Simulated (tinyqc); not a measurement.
Diffused layer (Gaussian), carriers, mobility and sheet resistance with incomplete ionisation: one step of the calculation.

An n-type layer from the surface x = 0 to the junction xj, N(x) = N0 exp(-(x/Ld)^2). Local neutrality (no depletion at surface or junction, no spilling of carriers), intrinsic carriers neglected, Boltzmann statistics.

Problem. Junction depth and local values. xj = Ld sqrt(ln(N0/Nb)); 11 equal steps from 0 to xj. Active dopant A = min(N, Ns); n solves n (n + Nb)/(A - Nb - n) = K, K = (NB/gd) exp(-E/Vt), E = max(Ei - ks A^(1/3), 0), so n = 2 K (A - Nb)/[Nb + K + sqrt((Nb + K)^2 + 4 K (A - Nb))]; mobility mu = m1 + (m2 (T/300 K)^(-bt) - m1)/(1 + ((A + Nb)/Nr)^am).

Parameters, values chosen for the exercise; values close to those of phosphorus in silicon over a p-type background: temperature T = 350 K; background doping of the opposite type Nb = 2.1e15 cm^-3; peak chemical concentration N0 = 1.1e18 cm^-3; mobility limit at high doping m1 = 65.8 cm^2/(V s); mobility limit at low doping, at 300 K m2 = 1460 cm^2/(V s); reference doping of the mobility law Nr = 9.13e16 cm^-3; exponent of the mobility law am = 0.71; temperature exponent of m2 bt = 2.2; solubility limit of active dopant Ns = 4.08e20 cm^-3; conduction-band density of states at T NB = 3.44e19 cm^-3; ionisation energy in the dilute limit Ei = 0.0449 eV; degeneracy factor of the level gd = 2; lowering of Ei per N^(1/3) ks = 0 eV cm; diffusion length 2 sqrt(D t) Ld = 33 nm.

Constants: q = 1.602176634e-19 C, kB = 1.380649e-23 J/K, Vt = kB T/q. Results are converted to the units shown.

Give: xj; x; N; A; n; mu.

Solution.

xj = 82.57 nm

```
point  x (nm)  N (cm^-3)  A (cm^-3)  n (1e17 cm^-3)  mu (cm^2/(V s))
0        0.00   1.100e18   1.100e18           8.923            207.8
1        7.51   1.045e18   1.045e18           8.540            212.3
2       15.01   8.943e17   8.943e17           7.478            226.5
3       22.52   6.905e17   6.905e17           5.964            252.6
4       30.03   4.807e17   4.807e17           4.306            294.4
5       37.53   3.017e17   3.017e17           2.793            356.8
6       45.04   1.708e17   1.708e17           1.618            444.4
7       52.55   8.714e16   8.714e16           0.832            556.9
8       60.05   4.010e16   4.010e16           0.376            683.2
9       67.56   1.664e16   1.664e16           0.145            801.2
10      75.07   6.225e15   6.225e15           0.041            889.6
11      82.57   2.100e15   2.100e15           0.000            941.7
```

At the point of highest doping 81.3 % of the net active dopant gives free carriers. The mobility runs from 208 to 942 cm^2/(V s).

Range of the model: The layer is thin and light enough that depletion at the surface and the junction, left out here, would remove a good share of its carriers.

Computed by the program tinyqc: `OMP_NUM_THREADS=1 python tinyqc.py 2110172 2110173 out.jsonl`, one thread of a shared Intel Xeon 2.30GHz, about 0.02 s for the whole run.
